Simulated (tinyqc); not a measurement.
The diagram with and without ligand: potential-pH (Pourbaix) lines of a metal, its cation, its oxide and an oxyanion, with a complexing ligand. Computed by tinyqc, a small Python program. Command: `OMP_NUM_THREADS=1 python tinyqc.py 3009709 3009710 out.jsonl pourb walk`. One thread of a shared host (Intel(R) Xeon(R) Processor @ 2.30GHz), about 0.02 s of CPU time with the checks.

Potentials are against the standard hydrogen electrode; solids and water have unit activity; dG_f of M, H+ and the electron is zero; F = e N_A and s = R T ln(10)/F. The cation carries z = 2.

Inputs (values chosen for the exercise, modelled on iron):
```
quantity,value,unit
dG_f of the cation,-78.25,kJ/mol
dG_f of the oxide,-249.99,kJ/mol
dG_f of the oxyanion,-328.05,kJ/mol
dG_f of water,-237.14,kJ/mol
temperature T,298.15,K
log10 of the dissolved activity a,-2,-
log10 of the stability constant beta of ML,3.7,-
pKa of HL,4.6,-
total ligand c_L,0.37,mol/L
```

Species: M, M2+, MO, MO2(2-).

Constants: R = 8.314462618 J/(mol K); e = 1.602176634e-19 C; N_A = 6.02214076e+23 1/mol.

Method. M2+ + 2e = M; MO + 2H+ + 2e = M + H2O; MO2(2-) + 4H+ + 2e = M + 2H2O. For each, E0 = -dG/(z F), and E = E0 + (s/z) log10 a - (s n_H/z) pH, with no activity term for the oxide. The free ligand is c_L/(1 + 10^(pKa - pH)) (ligand in excess); dissolved metal is a in all, so the free cation is a/alpha, alpha = 1 + beta [L]; the cation line drops by (s/z) log10 alpha.

E0 (V): cation -0.405502, oxide -0.066590, oxyanion 0.757784

s = 0.0591593 V

Lines against the metal (V); the species with the lowest line is stable above it:
```
pH,cation,oxide,oxyanion,stable above,cation with ligand,"stable above, ligand"
0,-0.46466,-0.06659,0.69862,cation,-0.46525,dissolved
2,-0.46466,-0.18491,0.46199,cation,-0.48690,dissolved
4,-0.46466,-0.30323,0.22535,cation,-0.54074,dissolved
5,-0.46466,-0.36239,0.10703,cation,-0.55704,dissolved
6,-0.46466,-0.42155,-0.01129,cation,-0.56084,dissolved
7,-0.46466,-0.48071,-0.12961,oxide,-0.56129,dissolved
8,-0.46466,-0.53987,-0.24793,oxide,-0.56134,dissolved
9,-0.46466,-0.59902,-0.36624,oxide,-0.56134,oxide
10,-0.46466,-0.65818,-0.48456,oxide,-0.56134,oxide
12,-0.46466,-0.77650,-0.72120,oxide,-0.56134,oxide
14,-0.46466,-0.89482,-0.95784,oxyanion,-0.56134,oxyanion
```

Without ligand the oxide holds 5 of the eleven rows (pH 7 to 12), with it 3 (pH 9, 10, 12). The ligand acts once beta [L] exceeds 1, from pH = pKa - log10(beta c_L) = 1.3 on; its line then falls by at most s/z per pH unit and flattens beyond pKa, 0.097 V below the free cation at most. The oxide line falls faster, by s per pH unit, so the oxide takes over again at higher pH.

Extremes, crossings and ranges named in words are read from the listed rows.
